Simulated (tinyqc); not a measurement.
Growth of a silicide layer between metal and silicon: linear-parabolic kinetics, ramp anneals and Kissinger analysis: one step, computed by the program tinyqc.

One compound layer of thickness x grows by diffusion through itself and reaction at an interface, dx/dt = 1/(2x/K + 1/v), until the metal is used up at x = a h.

Question. Ramp anneal. K = K0 exp(-E/(k_B T)), v = v0 exp(-E_v/(k_B T)). Temperatures in kelvin are T(C) + 273.15. Ramp from x = 0 at 100 C at the rate beta: dx/dT = (1/beta)/(2x/K + 1/v), integrated adaptively (tolerance 1e-9) until x = a h at T_f.

Inputs (values chosen for the exercise, modelled on TiSi2):
```
quantity                                 value    unit
prefactor of the parabolic constant K  1.5e+11  nm^2/s
activation energy E of K                  1.88      eV
prefactor of the interface velocity v  4.2e+11    nm/s
activation energy E_v                     2.07      eV
ramp rate beta                             0.3     C/s
```

final thickness = 102.91 nm

Constants: k_B = 8.617333262e-05 eV/K.

Give: completion temperature T_f.

Answer.

completion temperature T_f = 745.8 C
